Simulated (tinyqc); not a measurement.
# Worked calculation: short-channel transistor, virtual-source model with series resistance

Program tinyqc, `OMP_NUM_THREADS=1 python tinyqc.py 2380084 2380085 out.jsonl`; Intel Xeon 2.30GHz, shared host, one thread, about 0.01 s. Printed values are rounded.

The current per gate width is the charge at the top of the source barrier (the virtual source) times its velocity times a saturation function; al and be are fitting constants of the model. Units: I in uA/um, Rs in ohm um, so I Rs = 1e-6 I Rs in volts; Q in uC/cm^2, so I = 1e-4 Q vx0 Fsat with vx0 in cm/s.

Inputs (values chosen for the exercise):
- T = 250 K (temperature)
- Cinv = 1.91 uF/cm^2 (inversion capacitance)
- vx0 = 1.95e7 cm/s (velocity at the virtual source)
- mu = 140 cm^2/(V s) (apparent mobility)
- L = 20 nm (channel length)
- VT0 = 0.359 V (threshold at zero drain voltage)
- dl = 0.163 V/V (drain-induced barrier lowering)
- n0 = 1.28 (subthreshold factor)
- nd = 0.1 1/V (growth of n with drain voltage)
- al = 3.5 (threshold shift (in units of Vt) from weak to strong inversion)
- be = 1.4 (sharpness of saturation)
- Rs = 200 ohm um (series resistance of each contact)
- Vgs = 0.55 V (gate voltage)
- Vds = 0.7 V (drain voltage)

Constants: q = 1.602176634e-19 C, kB = 1.380649e-23 J/K, Vt = kB T/q. Results are converted to the units shown.

## Iteration 1: current through the series resistance

I at the start = 0 uA/um

Intrinsic voltages Vg' = Vgs - I Rs, Vd' = Vds - 2 I Rs. n = n0 + nd Vd', VT = VT0 - dl Vd', Ff = 1/(1 + exp((Vg' - VT + al Vt/2)/(al Vt))), Q = Cinv n Vt ln(1 + exp((Vg' - VT + al Vt Ff)/(n Vt))), Vdsat = (vx0 L/mu)(1 - Ff) + Vt Ff, Fsat = u/(1 + u^be)^(1/be) with u = Vd'/Vdsat, and I(out) = Q vx0 Fsat per width. (Fsat takes the sign of u.) I(new) = I + 0.5 (I(out) - I).

Vg' = 0.55 V
Vd' = 0.7 V
VT = 0.2449 V
Ff = 0.01049475
Q = 0.5842539 uC/cm^2
Vdsat = 0.2758740 V
Fsat = 0.8423157
I(out) = 959.6462 uA/um
I after iteration 1 = 479.8231 uA/um

## Iteration 2: current through the series resistance

As before.

Vg' = 0.4540354 V
Vd' = 0.5080708 V
VT = 0.2761845 V
Ff = 0.05423266
Q = 0.3476016 uC/cm^2
Vdsat = 0.2646321 V
Fsat = 0.7858649
I(out) = 532.6775 uA/um
I after iteration 2 = 506.2503 uA/um

## Course of the iteration: current through the series resistance

Stop when I changes by less than 1e-7 uA/um, or after 80 iterations.

Course of the iteration:
```
iteration  I (uA/um)  |change| (uA/um)
1           479.8231               480
2           506.2503              26.4
3           508.5777              2.33
4           508.7887             0.211
5           508.8078            0.0192
6           508.8096           1.74e-3
7           508.8097           1.58e-4
8           508.8098           1.44e-5
9           508.8098           1.31e-6
10          508.8098           1.19e-7
11          508.8098           1.08e-8
```

Converged in 11 iterations. At the end each change is about 0.091 times the one before: linear convergence.

## What the series resistance costs

converged I = 508.8098 uA/um
I0 = 959.6462 uA/um

Intrinsic voltages Vg' = Vgs - I Rs, Vd' = Vds - 2 I Rs. n = n0 + nd Vd', VT = VT0 - dl Vd', Ff = 1/(1 + exp((Vg' - VT + al Vt/2)/(al Vt))), Q = Cinv n Vt ln(1 + exp((Vg' - VT + al Vt Ff)/(n Vt))), Vdsat = (vx0 L/mu)(1 - Ff) + Vt Ff, Fsat = u/(1 + u^be)^(1/be) with u = Vd'/Vdsat, and I = Q vx0 Fsat per width. I0 is the current for Rs = 0. Effective velocity I/Q; transit time L Q/I.

loss against I0 = 46.97944 %
effective velocity = 1.524596e7 cm/s
transit time = 0.1311823 ps

The carriers leave the virtual source at 78.2 % of vx0.
